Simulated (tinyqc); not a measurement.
Thin-film resistivity, exact integral against the thick limit.

Fuchs-Sondheimer for a film of thickness d, k = d/lam: rho0/rho = 1 - (3 (1 - ps)/(2 k)) int_1^infinity (t^-3 - t^-5)(1 - exp(-k t))/(1 - ps exp(-k t)) dt; thick limit rho/rho0 = 1 + 3 (1 - ps)/(8 k).

Inputs (values chosen for the exercise); metal values close to those of copper:
- rho0 = 1.72 uohm cm (bulk resistivity)
- lam = 40.6 nm (bulk mean free path)
- ps = 0 (specular share of surface scattering)

Thin-film resistivity, exact integral against the thick limit:
```
d (nm)	k	rho/rho0, exact	thick limit	error of the limit (%)	rho (uohm cm)
2	0.04926	7.811	8.613	10.3	13.43
3.9	0.09606	4.911	4.904	-0.150	8.447
7.6	0.1872	3.220	3.003	-6.72	5.538
15	0.3695	2.214	2.015	-8.98	3.808
29	0.7143	1.649	1.525	-7.52	2.836
56	1.379	1.330	1.272	-4.37	2.288
110	2.709	1.158	1.138	-1.71	1.992
210	5.172	1.078	1.073	-0.521	1.854
410	10.10	1.039	1.037	-0.138	1.786
```

What does the table show?

rho/rho0 falls from 7.81 to 1.04. The error of the thick limit goes from 10 through a minimum of -9.0 (at d = 15 nm among the rows listed) to -0.14 %; it stays within 5 % for k of 1.379 and above among the rows listed. The change of sign at small k is a crossing of two different laws, not agreement.

Program tinyqc, `OMP_NUM_THREADS=1 python tinyqc.py 2100126 2100127 out.jsonl`; Intel Xeon 2.30GHz, shared host, one thread, about 0.01 s.
